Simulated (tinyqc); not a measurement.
Heisenberg magnet: exchange from energy differences, ordering vector, linear spin waves and ordering temperature: one step, computed by the program tinyqc. Command: `OMP_NUM_THREADS=1 python tinyqc.py 3008086 3008087 out.jsonl magnon walk`. One thread of a shared host (Intel(R) Xeon(R) Processor @ 2.30GHz), about 0.3 s of CPU time with the checks.

H = -sum over pairs <ij> J_ij S_i.S_j - K sum_i (S_i^z)^2, each pair once, J > 0 ferromagnetic. First neighbours: 12 at a (0.5, 0.5, 0), second: 6 at a (1, 0, 0), with all permutations and signs.

Problem. Long waves and the gap. g_s(q) = sum over shell s of cos(q.R), z1 = g1(0). E(q) = S [J(0) - J(q)] + (2S - 1) K, J(q) = J1 g1 + J2 g2. The factor 2S - 1 removes the anisotropy for S = 1/2. sum R_x^2 over the shells is s1 = 2 a^2 and s2 = 2 a^2. E = gap + D q^2 with D = (S/2)(J1 s1 + J2 s2) and gap = (2S - 1) K.

Inputs (values chosen for the exercise, for a model magnet):
```
quantity                  value      unit
exchange J1               0.251       meV
exchange J2               0.053       meV
spin S                      2.5         -
single-ion anisotropy K  0.0067       meV
lattice constant a         4.74  angstrom
```

Lattice: fcc. Order: ferromagnetic.

Give: stiffness D; gap.

Solution.

stiffness D = 17.075 meV angstrom^2

gap = 0.0268 meV
